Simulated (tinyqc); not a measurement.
Worked calculation: interface roughness in a thin film (subband fluctuation and scattering). Values are carried at full precision from step to step, so a last printed digit may differ when a step is redone from the rounded ones.

Square well of width t, barriers V0, c = hbar^2/2m0: E1 solves k t + 2 atan[(k/mz)/(kappa/mb)] = pi, k = sqrt(mz E/c), kappa = sqrt(mb (V0 - E)/c). One interface is rough, so the subband edge fluctuates by G dt with G = |dE1/dt| (central difference of 0.01 angstrom; 2 E1/t for hard walls).

Constants: hbar^2/2m0 = 3.80998211 eV angstrom^2; e^2/(4 pi eps0) = 14.39964547 eV angstrom; hbar = 6.58211957e-16 eV s.

Parameters, chosen for this exercise (near those of a thin InGaAs channel; the results hold for these values, not for the real material):
- t = 40 angstrom (film thickness)
- mz = 0.045 m0 (confinement mass)
- V0 = 2.04 eV (barrier)
- mb = 0.27 m0 (barrier mass)
- D = 2.8 angstrom (rms height of the roughness)
- md = 0.046 m0 (mass in the plane)
- gv = 1 (valleys)
- Lc = 28 angstrom (correlation length)
- Ns = 1.2 x 1e12/cm^2 (sheet density)
- eps = 11.2 (mean dielectric constant at the channel)
- Lg = 200 angstrom (gate length)
- Wg = 1000 angstrom (gate width)

## Sensitivity of the level to thickness

Give E1, G, the hard-wall values and the rms fluctuation G D.

E1 = 179.38 meV
G = |dE1/dt| = 5.6986 meV/angstrom

hard walls: E1 (meV) and G (meV/angstrom): [522.264, 26.113]

G D = 15.96 meV

Hard walls overstate G by a factor 4.58, and the scattering rate, which goes as G^2, by 21.00.

## The angular integrand

Gaussian roughness spectrum S(q) = pi D^2 Lc^2 exp(-q^2 Lc^2/4). Degenerate gas, taken to fill one subband (the second starts to fill once c kF^2/md exceeds E2 - E1, which is not tested here): kF = sqrt(2 pi Ns/gv), q = 2 kF sin(theta/2), 1/tau = (md/(2 pi c hbar)) G^2 times the integral from 0 to pi of S(q)(1 - cos theta)/eps(q)^2 dtheta, eps(q) = 1 + qs/q with screening (qs = gv md q0/(c eps), q0 = e^2/(4 pi eps0), form factors left out, which overstates the screening; other scattering is left out too, so these values lie far above measured mobilities in all but the thinnest films) or 1 without; mobility = tau c2/md with c2 = e/m0 = 1.75882e15 cm^2/(V s^2); 1e12/cm^2 = 1e-4/angstrom^2.

kF, qs, and exp(-q^2 Lc^2/4)(1 - cos theta) without and with the factor 1/eps^2 at theta = 30, 60, ..., 180 degrees.

kF = 0.02746 1/angstrom
qs = 0.0155 1/angstrom

Integrand:
```
theta  q (1/angstrom)   bare  eps(q)  screened
30             0.0142  0.129    2.09    0.0294
60             0.0275  0.431    1.57     0.176
90             0.0388  0.744    1.40     0.380
120            0.0476  0.963    1.33     0.547
150            0.0530   1.07    1.29     0.643
180            0.0549   1.11    1.28     0.673
```

kF Lc = 0.77: the roughness is short-ranged for these electrons, and back-scattering dominates.

## Scattering time and mobility

Integrate over theta.

Results:
```
case      integral  tau (fs)  mobility (cm^2/(V s))
bare         2.040     267.8              1.024e+04
screened     1.106     493.9              1.889e+04
```

Screening raises the mobility by a factor 1.8. With it kF l = 93.7, so by this rate the carriers are far from localisation. Phonons, and the gate field that presses carriers to the wall, limit real channels far below this value.

## Threshold variation

Averaged over an area A = Lg Wg much larger than Lc^2, the thickness varies by D sqrt(pi Lc^2/A), so sigma(Vt) = G D Lc sqrt(pi/A)/e; the Pelgrom coefficient is sigma sqrt(A) (1 micrometre = 1e4 angstrom).

rms of the mean thickness = 0.311 angstrom
sigma(Vt) = 1.771 mV
coefficient = 0.0792 mV micrometre

The electrostatic effect of the thickness is left out.

## Checks

- G from the envelope at the wall, psi(t/2)^2 (E1 + c mz (kappa/mb)^2), against the difference quotient, meV/angstrom: both 5.699.
- Bare integral for Lc -> 0 against pi: both 3.1416.

tinyqc: `OMP_NUM_THREADS=1 python tinyqc.py 1251181 1251182 out.jsonl`; about 0.01 s, one thread, shared Intel(R) Xeon(R) Processor @ 2.30GHz.
